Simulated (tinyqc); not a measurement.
Film and buried-oxide thickness from two coupling ratios.

Inverse problem. In a depleted film -dVT/dVb is k1 = Cs Cbox/(Cox (Cs + Cbox)) for a front channel and k2 = Cbox (Cox + Cs)/(Cox Cs) for a back channel, with Cox = eps0 eox/tox, Cs = eps0 eps_r/ts, Cbox = 3.9 eps0/tb. Find ts and tb.

Parameters, values chosen for the exercise; band and dielectric values close to those of In0.53Ga0.47As: relative permittivity eps_r = 14; relative permittivity of the gate insulator (close to aluminium oxide) eox = 8.94; insulator thickness tox = 6.2 nm.

coupling ratios for a front and a back channel: 0.20107143  0.46873878

Solution. With y = Cox/Cs and z = Cox/Cbox, 1/k1 = y + z and k2 = (1 + y)/z, so y = (k2/k1 - 1)/(1 + k2); the thicknesses follow from y and z.

ts = 8.800 nm
tb = 11.00 nm

tinyqc, about 0.3 s, one thread, Intel Xeon 2.30GHz (shared host): `OMP_NUM_THREADS=1 python tinyqc.py 2190028 2190029 out.jsonl`
